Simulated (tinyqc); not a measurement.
Raising the field: quantum-confined Stark effect in a modulator well.

Envelopes on cells of 0.5 angstrom over the well |z| < L/2 and 45 angstrom of barrier on each side, psi = 0 beyond, psi'/m continuous (mean mass between points), c = hbar^2/2m0. The electron sees + e F z and the hole - e F z, each with its offset in the barriers; 1 kV/cm = 1e-5 eV/angstrom. Light holes, band mixing and escape by tunnelling are left out.

Exciton: in-plane function exp(-rho/lam), 1/mu = 1/me + 1/mp, E(lam) = c/(mu lam^2) - (q/eps) times the integral over k of Fm(k)(1 + (k lam/2)^2)^(-3/2), Fm(k) the double integral of psi_e^2 psi_h^2 exp(-k |z - z'|), q = e^2/(4 pi eps0); binding Eb = -E at the minimum. Line at Eg + E_e + E_h - Eb, strength proportional to overlap^2/lam^2.

Constants: hbar^2/2m0 = 3.80998211 eV angstrom^2; e^2/(4 pi eps0) = 14.39964547 eV angstrom; hc = 1239.841984 eV nm.

Parameters, chosen for this exercise (near those of a Ge well in SiGe, direct gap; not measured data):
- L = 124 angstrom (well width)
- Vc = 0.369 eV (conduction offset)
- Vv = 0.108 eV (heavy-hole offset)
- me = 0.0435 m0 (electron, well)
- meb = 0.054 m0 (electron, barrier)
- mh = 0.207 m0 (heavy hole along z, well)
- mhb = 0.225 m0 (heavy hole, barrier)
- Eg = 0.828 eV (gap of the well)
- mp = 0.069 m0 (heavy hole in the plane)
- eps = 15.9 (dielectric constant)
- Fs = (0, 13, 25, 38, 52, 67, 84) kV/cm (fields)

All quantities anew; shifts from zero field.

Results:

| F (kV/cm) | dE_e (meV) | dE_h (meV) | Eb (meV) | line shift (meV) | overlap^2 | relative strength |
|---|---|---|---|---|---|---|
| 0 | 0.00 | 0.00 | 3.73 | 0.00 | 0.999 | 1.000 |
| 13 | -0.14 | -0.55 | 3.70 | -0.66 | 0.964 | 0.954 |
| 25 | -0.51 | -1.96 | 3.63 | -2.38 | 0.884 | 0.849 |
| 38 | -1.18 | -4.34 | 3.54 | -5.33 | 0.771 | 0.709 |
| 67 | -3.64 | -11.95 | 3.31 | -15.18 | 0.524 | 0.431 |
| 84 | -5.67 | -17.48 | 3.19 | -22.61 | 0.407 | 0.315 |

Give the missing row, F (kV/cm) = 52.

Computed row:
```
F (kV/cm)  dE_e (meV)  dE_h (meV)  Eb (meV)  line shift (meV)  overlap^2  relative strength
52              -2.21       -7.68      3.43             -9.58      0.646              0.563
```

The line shift grows with exponent 1.97 in F at low field and 1.76 at the end, as the carriers come up against opposite walls and the dipole begins to saturate. The hole gives 80 % of the level shift in the second row and 76 % in the last. The largest shift is 6.1 times the zero-field binding, yet 86 % of the binding survives, since the walls stop the field from pulling the pair apart. Half the strength is gone between 52 and 67 kV/cm.

tinyqc: `OMP_NUM_THREADS=1 python tinyqc.py 1282639 1282640 out.jsonl`; about 0.2 s, one thread, shared Intel(R) Xeon(R) Processor @ 2.30GHz.
